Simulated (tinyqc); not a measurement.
# Changing the temperature T

Model: regular and subregular solution with a miscibility gap. Computed by tinyqc, a small Python program. Command: `OMP_NUM_THREADS=1 python tinyqc.py 3004894 3004895 out.jsonl regsol sweep`. One thread of a shared host (Intel(R) Xeon(R) Processor @ 2.30GHz), about 0.02 s of CPU time with the checks.

Per mole of mixing sites: G(x) = x (1 - x) [L0 + L1 (1 - 2x)] + R T [x ln x + (1 - x) ln(1 - x)], x the fraction of B.

Inputs (values chosen for the exercise, modelled on GaAs(1-x)Sb(x)):

| quantity | value | unit |
|---|---|---|
| lattice constant a_A | 5.653 | angstrom |
| lattice constant a_B | 6.096 | angstrom |
| constant K | 49200 | kJ angstrom^2.5/mol |
| asymmetry L1 | 1.5 | kJ/mol |
| overall fraction x0 | 0.44 | - |
| start value s0 | 0.02 | - |

Source of L0: delta-lattice-parameter rule.

Constants: R = 8.314462618 J/(mol K).

Method:
- A bonding enthalpy -K a^(-2.5) with a linear in x gives L0 = 4.375 K (a_A - a_B)^2/abar^4.5, abar the mean lattice constant; eta = (a_B - a_A)/abar.
- The spinodal is G'' = 0, R T_s(x) = x (1 - x) [2 L0 + 6 L1 (1 - 2x)]; the critical point is its maximum.
- G' = L0 (1 - 2x) + L1 (1 - 6x + 6x^2) + R T ln[x/(1 - x)]; G'' = -2 L0 - 6 L1 (1 - 2x) + R T/[x (1 - x)].
- Solve G'' = 0 on each side of x_c.
- Common tangent: F1 = G'(x1) - G'(x2) = 0 and F2 = [G - x G'](x1) - [G - x G'](x2) = 0. Newton step: J = [[G''(x1), -G''(x2)], [-x1 G''(x1), x2 G''(x2)]], J dx = -F; a step that would leave 0 < x < 1 is halved until it stays inside. The start is x1 = s0, x2 = 1 - s0.
- Stop when the step is below 1e-12, or when x1 and x2 meet within 1e-5; residuals under 1e-7 are shown as 0.
- Inside the gap the B-rich phase has the fraction f = (x0 - x1)/(x2 - x1), and the gain is (1 - f) G(x1) + f G(x2) - G(x0); outside it one phase remains.

One run for each value:

| temperature T (K) | solubility limit x1 | spinodal x_s1 | spinodal x_s2 | solubility limit x2 | free energy of decomposition (J/mol) |
|---|---|---|---|---|---|
| 162 | 6.277e-06 | 0.0372 | 0.9328 | 0.9999 | -2726 |
| 197 | 5.277e-05 | 0.0458 | 0.9179 | 0.9997 | -2527 |
| 233 | 2.424e-04 | 0.0550 | 0.9025 | 0.9989 | -2323 |
| 269 | 7.435e-04 | 0.0644 | 0.8869 | 0.9971 | -2120 |
| 305 | 1.761e-03 | 0.0742 | 0.8711 | 0.9941 | -1920 |
| 341 | 3.505e-03 | 0.0842 | 0.8551 | 0.9896 | -1724 |
| 377 | 6.168e-03 | 0.0947 | 0.8387 | 0.9832 | -1533 |
| 413 | 9.929e-03 | 0.1056 | 0.8220 | 0.9749 | -1349 |
| 449 | 1.495e-02 | 0.1169 | 0.8050 | 0.9646 | -1172 |

What does the table show, and why?

Over the rows, solubility limit x1 rises from 6.28e-6 to 0.0150 (exponent d ln y / d ln x 11 between the first rows and 4.9 between the last); spinodal x_s1 rises from 0.0372 to 0.117 (exponent d ln y / d ln x 1.1 between the first rows and 1.2 between the last); spinodal x_s2 falls from 0.933 to 0.805 (exponent d ln y / d ln x -0.082 between the first rows and -0.25 between the last). An Arrhenius slope -R d ln x1/d(1/T) gives 16.1 kJ/mol between the first rows and 17.5 between the last; in the dilute limit it tends to L0 + L1.

Caution (rows 162, 197, 233, 269): at such a low temperature diffusion in a solid alloy is normally frozen, so this equilibrium would not be reached.
